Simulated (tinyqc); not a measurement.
Charge neutrality of a doped semiconductor with incomplete ionisation: one step, computed by the program tinyqc. Command: `OMP_NUM_THREADS=1 python tinyqc.py 3030418 3030419 out.jsonl dopant walk`. One thread of a shared host (Intel(R) Xeon(R) Processor @ 2.30GHz), about 0.03 s of CPU time with the checks.

Energies are counted from the top of the valence band; E_D is measured down from the conduction band and E_A up from the valence band.

Problem. The closed form for the extrinsic range. With Boltzmann statistics, no holes and every acceptor ionised, n (n + N_A) = n1 (N_D - N_A - n) with n1 = (N_c/g_D) exp(-E_D/k_B T). Take the positive root.

Inputs (values chosen for the exercise, modelled on AlN):
```
quantity                value   unit
donor density N_D       2e+19  cm^-3
acceptor density N_A  3.2e+17  cm^-3
donor depth E_D         0.254     eV
donor degeneracy g_D        2      -
temperature T             600      K
```

Doping: n-type, compensated. Statistics of the bands: Boltzmann.

N_c = 1.296883e+19 cm^-3

k_B T = 0.05170400 eV

Give: n1; n from the quadratic.

Solution.

n1 = 4.768e+16 cm^-3

n from the quadratic = 8.022e+17 cm^-3
